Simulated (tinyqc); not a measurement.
## Metal-interlayer-semiconductor contact, depinning against tunnelling resistance: contact resistivity against the interlayer thickness

Zero bias, n-type semiconductor. Gap states at the semiconductor surface thin out as exp(-be ti), which unpins the barrier; electrons must then cross the interlayer (a rectangular barrier, no voltage drop across it) and the parabolic depleted layer, both by WKB. Energies E are counted from the Fermi level; no image force, parabolic bands.

S = 1/(1 + (1/S0 - 1) exp(-be ti)); phiB = S (phiM - chi) + (1 - S)(Eg - E0); xi = Ec - EF deep inside, from Nd = Nc F(-xi/Vt), F(x) = (2/sqrt(pi)) int_0^infinity sqrt(u) du/(1 + exp(u - x)); band bending U = phiB - xi; E00 = (hbar/2) sqrt(Nd/(eps0 eps_r mt m0)) in volts; A = 4 pi q mA m0 kB^2/h^3. With U = phiB - xi: for xi < E < phiB, y = (E - xi)/U and G1 = (U/E00) [sqrt(1 - y) - y ln((1 + sqrt(1 - y))/sqrt(y))], G1 = 0 above phiB; G2 = 2 ti sqrt(mi max(phiB + dE - E, 0)/C), C = hbar^2/(2 m0); f = 1/(1 + exp(E/Vt)); 1/rho_c = (A T^2/Vt^2) times the integral of exp(-G1 - G2) f over E from xi upwards. Shares under 0.001 % are printed as 0; rows without band bending are left out.

Values chosen for this exercise; semiconductor values close to those of germanium; interlayer mass of the order of that in silicon nitride, offset chosen freely:
- T = 300 K (temperature)
- Eg = 0.645 eV (band gap)
- eps_r = 16.1 (relative permittivity)
- chi = 4.16 eV (electron affinity)
- Nc = 1.04e19 cm^-3 (conduction-band density of states at T)
- mt = 0.119 m0 (tunnelling mass in the semiconductor)
- mA = 1.11 m0 (Richardson mass)
- Nd = 5e18 cm^-3 (donor density)
- E0 = 0.091 eV (charge-neutrality level above the valence band)
- S0 = 0.05 (pinning factor without interlayer)
- phiM = 4.32 eV (metal work function)
- dE = 2.08 eV (conduction-band offset of the interlayer above the semiconductor)
- mi = 0.46 m0 (tunnelling mass in the interlayer)
- be = 1.9 1/nm (decay constant of gap states through the interlayer)

Constants: q = 1.602176634e-19 C, kB = 1.380649e-23 J/K, eps0 = 8.8541878128e-12 F/m, hbar = 1.054571817e-34 J s, h = 6.62607015e-34 J s, m0 = 9.1093837015e-31 kg, Vt = kB T/q, hbar^2/(2 m0) = 0.0380998212 eV nm^2. Results are converted to the units shown.

The same in every row: E00/Vt = 1.16.

Result of one run:

| ti (nm) | S | phiB (eV) | rho_c (ohm cm^2) | rho_c with G2 = 0 (ohm cm^2) | peak of the integrand (eV) | share above phiB (%) |
|---|---|---|---|---|---|---|
| 1 | 0.260 | 0.451 | 3.23 | 7.72e-5 | 0.174 | 0.185 |

What becomes of these results when the interlayer thickness ti is changed from 1 to 1.2 nm, all else the same?

Result of the changed run:

| ti (nm) | S | phiB (eV) | rho_c (ohm cm^2) | rho_c with G2 = 0 (ohm cm^2) | peak of the integrand (eV) | share above phiB (%) |
|---|---|---|---|---|---|---|
| 1.2 | 0.340 | 0.420 | 11.3 | 3.43e-5 | 0.166 | 0.298 |

The whole series:

| ti (nm) | S | phiB (eV) | rho_c (ohm cm^2) | rho_c with G2 = 0 (ohm cm^2) | peak of the integrand (eV) | share above phiB (%) |
|---|---|---|---|---|---|---|
| 0 | 0.0500 | 0.534 | 6.75e-4 | 6.75e-4 | 0.184 | 0.0331 |
| 0.2 | 0.0715 | 0.526 | 0.00466 | 5.40e-4 | 0.185 | 0.0433 |
| 0.4 | 0.101 | 0.514 | 0.0293 | 3.97e-4 | 0.185 | 0.0583 |
| 0.6 | 0.141 | 0.498 | 0.163 | 2.63e-4 | 0.183 | 0.0818 |
| 0.8 | 0.194 | 0.478 | 0.787 | 1.53e-4 | 0.180 | 0.120 |
| 1 | 0.260 | 0.451 | 3.23 | 7.72e-5 | 0.174 | 0.185 |
| 1.2 | 0.340 | 0.420 | 11.3 | 3.43e-5 | 0.166 | 0.298 |
| 1.4 | 0.429 | 0.385 | 35.1 | 1.38e-5 | 0.156 | 0.493 |
| 1.6 | 0.524 | 0.348 | 101 | 5.30e-6 | 0.145 | 0.820 |

As ti goes from 0 to 1.6, phiB falls from 0.534 to 0.348 eV and rho_c rises from 6.75e-4 to 101 ohm cm^2. No thickness listed beats the bare contact: tunnelling through the layer costs more than the change of the barrier gains. The ratio of rho_c to its value with G2 = 0 runs from 1.00 to 1.91e7.

Range of the model: The depletion charge would drop about 0.18 V across such an interlayer (eps_r near 7.5) at ti = 1.3 nm and Nd = 5e18 cm^-3, against a band bending of 0.39 V; this model leaves that drop out.

Numbers from tinyqc (`OMP_NUM_THREADS=1 python tinyqc.py 2270083 2270084 out.jsonl`; about 0.02 s on one thread of a shared Intel Xeon 2.30GHz).
